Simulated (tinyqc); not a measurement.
## Quantum point contact as a saddle point: plateau quality against temperature

Potential V0 - m wx^2 x^2/2 + m wy^2 y^2/2; energies are counted from V0. Mode n = 0, 1, ... transmits T_n(E) = 1/(1 + exp(-2 pi (E - E_n)/wx)), E_n = wy (n + 1/2); each mode carries 2 q^2/h.

g(T) = int g(E) (-df/dE) dE = int g(mu + x kB T) dx/(4 cosh^2(x/2)), g(E) the zero-temperature value at E, g = G/(2 q^2/h).

Parameters, values chosen for the exercise:
- wy = 1.8 meV (transverse quantum hbar wy)
- wx = 1.2 meV (curvature of the barrier hbar wx)

Constants: q = 1.602176634e-19 C, kB = 1.380649e-23 J/K, Vt = kB T/q. Results are converted to the units shown.

Results:

| T (K) | slope wy dg/dmu at mu = wy | slope at mu = 1.5 wy | g at mu = wy |
|---|---|---|---|
| 0.09 | 0.1668 | 2.355 | 1.000 |
| 0.17 | 0.1679 | 2.346 | 1.000 |
| 0.31 | 0.1715 | 2.321 | 1.000 |
| 0.57 | 0.1845 | 2.245 | 1.000 |
| 1 | 0.2276 | 2.072 | 1.000 |
| 3.6 | 0.7642 | 1.241 | 1.000 |
| 6.6 | 0.9408 | 1.018 | 1.011 |

Estimate the missing row, T = 1.9 K.

Computed row:

| T (K) | slope wy dg/dmu at mu = wy | slope at mu = 1.5 wy | g at mu = wy |
|---|---|---|---|
| 1.9 | 0.4058 | 1.695 | 1.000 |

With this row back in the table: The slope on the first plateau rises from 0.167 to 0.941 and the slope on the second riser falls from 2.35 to 1.02; a slope of 1 everywhere means no steps at all. The plateau slope passes 0.5 at T = 3.6 K among the rows.

Numbers from tinyqc (`OMP_NUM_THREADS=1 python tinyqc.py 2740029 2740030 out.jsonl`; about 0.05 s on one thread of a shared Intel Xeon 2.30GHz).
